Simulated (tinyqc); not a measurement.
Double-gate transistor, scale length and short-channel effects: one step of the calculation.

A body of thickness ts between two insulators of thickness ti and two tied gates. Below threshold the potential that source and drain add obeys Laplace's equation and vanishes on the gate. Its lowest mode decays along the channel as exp(-k y); k is the smallest positive root of the matching condition at the interface, and the scale length is Lambda = pi/k.

Question. Scan of the matching condition. f(k) = ei cos(k ti) cos(k ts/2) - eps_r sin(k ti) sin(k ts/2).

Parameters, values chosen for the exercise; permittivities: semiconductor made up, insulator close to that of silicon dioxide: relative permittivity of the semiconductor eps_r = 10.8; relative permittivity of the insulator ei = 4.02; insulator thickness ti = 1.4 nm; body thickness ts = 3.6 nm.

k, point 0 to 7 (1/nm): [0.05875, 0.1175, 0.17625, 0.235, 0.29375, 0.3525, 0.41125, 0.47]

Give: f(k).

Answer.

f(k), point 0 to 7: [3.8904, 3.5061, 2.8808, 2.0367, 1.0037, -0.1814, -1.4766, -2.8357]

The first change of sign lies between k = 0.29375 and 0.3525 1/nm.

Program tinyqc, `OMP_NUM_THREADS=1 python tinyqc.py 2420006 2420007 out.jsonl`; Intel Xeon 2.30GHz, shared host, one thread, about 0.01 s.
